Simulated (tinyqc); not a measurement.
Towards Landau levels: square lattice in a magnetic field (Harper-Hofstadter model).

Landau gauge, lattice period 1: the magnetic cell has q sites j = 0 to q - 1 along x. H_jj = -2 ty cos(ky + 2 pi p j/q), H_(j,j+1) = -tx, and the bond from q - 1 back to 0 is H_(q-1,0) = -tx exp(i q kx). The levels depend on k only through cos(q kx) and cos(q ky), so the band edges lie at (0, 0) and (pi/q, pi/q).

Inputs chosen for the exercise: tx = 1.8 meV (hopping along x); ty = 0.6 meV (hopping along y).

Flux 1/Q. Near the bottom of the band the mass gives hbar wc = 4 pi sqrt(tx ty)/Q and E_0 = -2 (tx + ty) + hbar wc/2. For each Q, p = 1 and q = Q.

Lowest band (meV):
```
Q    centre     width      E_0  spacing to band 2  hbar wc
3   -3.0728      1.35  -2.6234             3.0728   4.3531
4   -3.4985     0.592  -3.1676             2.4805   3.2648
5   -3.7280     0.278  -3.4941             1.9245   2.6119
6   -3.8796     0.133  -3.7117             1.6025   2.1766
8   -4.0785    0.0301  -3.9838             1.2541   1.6324
12  -4.2974   0.00155  -4.2559             0.9179   1.0883
20  -4.4884  4.31e-06  -4.4735             0.5932   0.6530
```

The width falls from 1.35 to 4.3e-06 meV, by a factor 2.09 for each unit of Q at the end, so the band turns into a flat level. Its centre lies -0.449 meV from E_0 at Q = 3 and -0.015 meV at Q = 20; the spacing reaches 91 % of hbar wc, the shortfall coming from the non-parabolic band.

tinyqc: `OMP_NUM_THREADS=1 python tinyqc.py 1250760 1250761 out.jsonl`; about 0.07 s, one thread, shared Intel(R) Xeon(R) Processor @ 2.30GHz.
